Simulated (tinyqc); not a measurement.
Worked calculation: Gupta-type many-body potential for a metal. Computed by tinyqc, a small Python program that keeps every step. Command: `OMP_NUM_THREADS=1 python tinyqc.py 3000398 3000399 out.jsonl gupta walk`. One thread of a shared host (Intel(R) Xeon(R) Processor @ 2.30GHz), about 0.02 s of CPU time with the checks. Intermediate numbers are printed to about 6 digits and carried at full precision; extremes and crossings named in words are read from the listed rows.

E_i = sum_j A exp(-p (r_ij/r0 - 1)) - xi rho_i^gamma, with rho_i = sum_j exp(-2 q (r_ij/r0 - 1)); gamma = 1/2 is the tight-binding second-moment form. The crystal is fcc unless stated; d is the neighbour distance and a fixed number of shells is kept.

Inputs (values chosen for the exercise, for a model metal):
```
quantity,value,unit
repulsion A,0.21,eV
hopping xi,1.47,eV
decay p,10.1,-
decay q,3.93,-
reference distance r0,2.884,angstrom
shells kept,5,-
embedding exponent gamma,0.55,-
```

Surface: (100).

Constants: 1 eV/angstrom^3 = 160.2176634 GPa; 1 eV/angstrom^2 = 16.02176634 J/m^2.

## Equilibrium of the fcc crystal

fcc shells: d sqrt(k), k = 1..5, with 12, 6, 24, 12, 24 atoms; Omega = d^3/sqrt2. Equilibrium: dE/dd = 0; B = d^2 E''(d)/(9 Omega).

neighbour distance d = 2.88746 angstrom

lattice constant = 4.08349 angstrom

cohesive energy E_c = 3.30594 eV

bulk modulus B = 152.967 GPa

## Shell terms at equilibrium

Repulsion and density of one neighbour in each shell, and their sums.

Shells:
```
shell,count,r (angstrom),repulsion (eV),density
1,12,2.88746,2.07468e-01,9.90604e-01
2,6,4.08349,3.14683e-03,3.80418e-02
3,24,5.00123,1.26487e-04,3.11892e-03
4,12,5.77493,8.41994e-06,3.78657e-04
5,24,6.45657,7.73718e-07,5.90809e-05
```

repulsive energy = 2.51165 eV

density rho = 12.1963

The band term is -xi rho^gamma = -5.8176 eV; with the repulsion it gives -E_c.

## Unrelaxed vacancy

Each neighbour j of the vacancy loses one repulsive term and one density term: E_v = sum_shells count x {-repulsion - xi [(rho - density)^gamma - rho^gamma]}. (The removed atom returns to a bulk-like site, so its own energy cancels.)

vacancy energy E_v = 0.747413 eV

ratio E_v/E_c, E_c = xi rho^gamma less the repulsive energy = 0.226082

A pair potential gives E_v = E_c; here the ratio is 0.23, as the remaining bonds of the neighbours strengthen when one is lost.

## Elastic constants

Second derivatives of E/Omega at equilibrium under homogeneous strain: e_xx = h gives C11; e_xx = -e_yy = h gives 2 (C11 - C12); e_xy = e_yx = h/2 gives C44.

C11 = 175.318 GPa

C12 = 141.792 GPa

C44 = 46.1487 GPa

Cauchy pressure C12 - C44 = 95.6430 GPa

C12/C44 = 3.07; pair forces would give 1. The excess comes from the curvature of the embedding term.

## The (100) surface

Cut the crystal without relaxation; an atom in layer l keeps the neighbours that lie below the surface plane. Excess = E_i + E_c. Surface energy = sum of excesses over the layers, divided by the area per surface atom: (sqrt3/2) d^2 for (111), d^2 for (100), sqrt2 d^2 for (110).

Layers:
```
layer,nearest neighbours,repulsion (eV),rho,excess (eV)
1,8,1.67708,8.1564,3.20256e-01
2,12,2.50796,12.1441,1.00362e-02
3,12,2.51165,12.1961,5.89044e-05
```

excess per surface atom = 0.330351 eV

surface energy = 0.634824 J/m^2

## Three surfaces against bond counting

Bond counting with pair bonds charges E_c/12 for each missing nearest neighbour: 3, 4 and 6 per surface cell.

Surfaces:
```
face,missing bonds,excess (eV),bond counting (eV),ratio,surface energy (J/m^2)
(111),3,0.240752,0.82648,0.291296,0.534215
(100),4,0.330351,1.10198,0.299780,0.634824
(110),6,0.521071,1.65297,0.315234,0.708043
```

The order of surface energies is (111) < (100) < (110), with (110)/(111) = 1.325 against 1.225 from counting first-neighbour bonds. The excess is 0.29 to 0.32 of the bond-counting value: atoms with fewer neighbours have stronger bonds. Further shells enter the excess but not the count. Caution: relaxation, left out here, lowers surface energies.

## Energy against coordination

Nearest neighbours only, z equal bonds relaxed to their best length: r/r0 = 1 + ln[A p z^(1 - gamma)/(2 q gamma xi)]/(p - 2 q gamma), E = z A exp(-p (r/r0 - 1)) - xi [z exp(-2 q (r/r0 - 1))]^gamma.

Relaxed bonds:
```
z,r (angstrom),E per atom (eV),E/z (eV)
1,2.33619,-1.91124,-1.91124
2,2.49191,-2.21571,-1.10786
3,2.58300,-2.41583,-0.80528
4,2.64762,-2.56868,-0.64217
6,2.73871,-2.80068,-0.46678
8,2.80334,-2.97789,-0.37224
9,2.82980,-3.05363,-0.33929
12,2.89443,-3.24684,-0.27057
```

Bonds lengthen from 2.336 to 2.894 angstrom between z = 1 and 12, and |E| grows as z^0.213, the exponent gamma (p - 2q)/(p - 2 q gamma) = 0.213; pair bonds would give z^1 at a fixed length.

Checks made by the program: sum of the shell terms (relative difference below 1e-10); (C11 + 2 C12)/3 against B (relative difference below 1e-10).
